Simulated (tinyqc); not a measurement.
Self-heating of a transistor with one or more fingers, with temperature-dependent conductivity: one step, computed by the program tinyqc.

N long parallel fingers lie on the top face of a slab whose bottom is held at T_0; the top is otherwise insulated, and heat flows in two dimensions. P in W/mm is 1000 P in W/m.

Question. Correction for the falling conductivity. Kirchhoff transformation for kappa = kappa_0 (T/T_0)^-m: T = T_0 [1 - (m - 1) theta/T_0]^(-1/(m - 1)), where theta is the linear rise. The bracket vanishes at the power P T_0/((m - 1) theta).

Inputs (values chosen for the exercise, modelled on sapphire): exponent m in kappa ~ T^-m = 1.21; base temperature T_0 = 298 K; power per gate width P = 0.17 W/mm.

Power: power rises with temperature.

largest theta = 13.17340 K

Give: peak temperature; true rise; true rise / linear rise; power at which the formula diverges.

Answer.

peak temperature = 311.5 K

true rise = 13.53 K

true rise / linear rise = 1.027

power at which the formula diverges = 18.31 W/mm

The falling conductivity adds 2.7 % to the rise.
